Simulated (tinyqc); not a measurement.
Rayleigh-quotient iteration on a symmetric matrix, step by step. One step of it, computed by the program tinyqc.

Problem. Step 3. solve (A - shift) w = v; v' = w/|w| with its largest component positive (the first on a tie); lambda = v'^T A v'; the next shift is lambda.

A:
```
[[0.550000, -0.229000, 0.131000],
 [-0.229000, 0.587000, 0.784000],
 [0.131000, 0.784000, 1.091000]]
```

vector after step 2: [0.005836, 0.586738, 0.809756]

Rayleigh quotient after step 2 = 1.662123

Give: vector after step 3; Rayleigh quotient after step 3.

Solution.

vector after step 3: [-0.027, 0.592, 0.805]

Rayleigh quotient after step 3 = 1.663
